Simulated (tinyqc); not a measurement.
From results back to parameters: interband optics of a two-band s-p chain from momentum matrix elements. Four cases, with inputs chosen for the exercise.

Problem. At k = 0 the chain has the gap D0 = Es - Ep_ - 2 (ts + tp), w0 = 4 a^2 V^2, and masses 2c/mc = 2 ts a^2 + 2 w0/D0, 2c/mv = 2 tp a^2 + 2 w0/D0 (c = hbar^2/2m0, mv positive for holes). The oscillator strength there is f0 = w0/(c D0). V, ts and tp are hidden.

Constants: hbar^2/2m0 = 3.80998211 eV angstrom^2.

Find: V; ts; tp.

Method. w0 = f0 c D0 gives V; 1/mc - f0 = ts a^2/c and 1/mv - f0 = tp a^2/c.

Case 1.

Values chosen: a = 3.32 angstrom (period).
D0 = 1.6600 eV
f0 = 14.45540

mc, mv (m0): 0.061762  0.062206

Solution.

V = 1.44 eV
ts = 0.60 eV
tp = 0.56 eV

Case 2.

Values chosen: a = 3.59 angstrom (period).
D0 = 3.1300 eV
f0 = 5.32632

mc, mv (m0): 0.134705  0.143884

Solution.

V = 1.11 eV
ts = 0.62 eV
tp = 0.48 eV

Case 3.

Values chosen: a = 2.51 angstrom (period).
D0 = 6.0600 eV
f0 = 2.26327

mc, mv (m0): 0.383065  0.345825

Solution.

V = 1.44 eV
ts = 0.21 eV
tp = 0.38 eV

Case 4.

Values chosen: a = 2.7 angstrom (period).
D0 = 3.9500 eV
f0 = 2.47414

mc, mv (m0): 0.286678  0.308690

Solution.

V = 1.13 eV
ts = 0.53 eV
tp = 0.40 eV

Computed by tinyqc, one run a case: `OMP_NUM_THREADS=1 python tinyqc.py N N+1 out.jsonl` with N = 1682551, 1682564, 1682614, 1682629; one thread of a shared Intel(R) Xeon(R) Processor @ 2.30GHz, about 0.01 s a run at most.
